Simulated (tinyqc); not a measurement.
Mean barrier and spread from two temperatures.

Inverse problem. For a Gaussian spread of Schottky barriers the apparent height is phi_ap = phi - sg^2/(2 Vt), Vt = kB T/q. Find sg and phi.

Constants: q = 1.602176634e-19 C, kB = 1.380649e-23 J/K. Results are converted to the units shown.

phi_ap(0) at 150 and 300 K (eV): 0.77087730  0.81543865

Solution. phi_ap is linear in 1/(2 Vt) with slope -sg^2 and intercept phi.

sg = 0.04800 eV
phi = 0.8600 eV

tinyqc, about 0.01 s, one thread, Intel Xeon 2.30GHz (shared host): `OMP_NUM_THREADS=1 python tinyqc.py 2640133 2640134 out.jsonl`
